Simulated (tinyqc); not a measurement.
What each change does: short-period [001] superlattice in sp3s* tight binding.

Planes alternate anion, cation along [001], a/4 apart; at zero in-plane momentum s, pz, s* form one block. All levels of A are shifted so that its Ev (lower root of [[Epa, Vxx], [Vxx, Epc]]) is 0, and those of B so that its Ev is -dEv. A monolayer is an anion plane and the cation plane above it; an anion between unlike cations takes the mean of the two anion levels; each bond takes the couplings of its cation. Block from an anion to the cation above: U with Vss/2 (s,s), Vsapc/2 (s,z), -Vscpa/2 (z,s), Vxx/2 (z,z), Vxapc/2 (s*,z), -Vpaxc/2 (z,s*); to the cation below: the same with the s-z and s*-z signs reversed. The cell of n + m monolayers is closed with the phase exp(2 pi i q). No spin-orbit coupling. In this block 2 (n + m) levels are filled.

For the two lowest empty levels at q = 0: energy, share of the cation weight on A, and Gamma character, the share of the cation amplitudes with Fourier index |j|/(n + m) < 1/4 along the stack (near 1: Gamma-like, near 0: folded from X).

Parameters, chosen for this exercise (A near a published set for GaAs, B for AlAs; shifted at random, so the results belong to these values and not to a real crystal):
- pA = (-8.332, 1.038, -2.66, 3.67, 8.611, 6.741, -6.456, 1.951, 5.084, 4.482, 5.768, 4.837, 4.805) eV (order Esa, Epa, Esc, Epc, Exa, Exc, Vss, Vxx, Vxy, Vsapc, Vscpa, Vxapc, Vpaxc)
- pB = (-7.546, 0.981, -1.164, 3.578, 7.475, 6.708, -6.659, 1.883, 4.292, 5.104, 5.51, 4.51, 4.99) eV (the same for B)
- dEv = 0.54 eV (valence offset: Ev(B) lies this far below Ev(A))
- n2 = 7 (monolayers of A)
- m2 = 7 (monolayers of B)

A cell with n = n2 and m = m2. Each row changes one parameter from the base and keeps the others.

Results:

| case | E1 (eV) | A share 1 | Gamma 1 | E2 (eV) | A share 2 | Gamma 2 |
|---|---|---|---|---|---|---|
| base | 1.7592 | 0.01 | 0.00 | 1.7749 | 0.84 | 0.89 |
| n2 = 9 | 1.7235 | 0.93 | 0.99 | 1.7592 | 0.01 | 0.00 |
| m2 = 9 | 1.7528 | 0.00 | 0.00 | 1.7639 | 0.19 | 0.17 |
| dEv = 0.64 eV | 1.6603 | 0.01 | 0.00 | 1.7034 | 0.06 | 0.01 |

The largest shifts from the base row, up to three for each result and ties (the steps differ in size, so this ranks the rows, not the parameters). E1 (eV): dEv -0.0989, n2 -0.0357, m2 -0.0064. A share 1: n2 +0.92, m2 -0.01; unchanged at the printed digits by dEv. Gamma 1: n2 +0.98; unchanged at the printed digits by m2 and dEv. E2 (eV): dEv -0.0715, n2 -0.0157, m2 -0.0109. A share 2: n2 -0.82, dEv -0.78, m2 -0.65. Gamma 2: n2 -0.88, dEv -0.87, m2 -0.72.

Program tinyqc; command `OMP_NUM_THREADS=1 python tinyqc.py 1481876 1481877 out.jsonl`; about 0.4 s on one thread of a shared Intel(R) Xeon(R) Processor @ 2.30GHz.
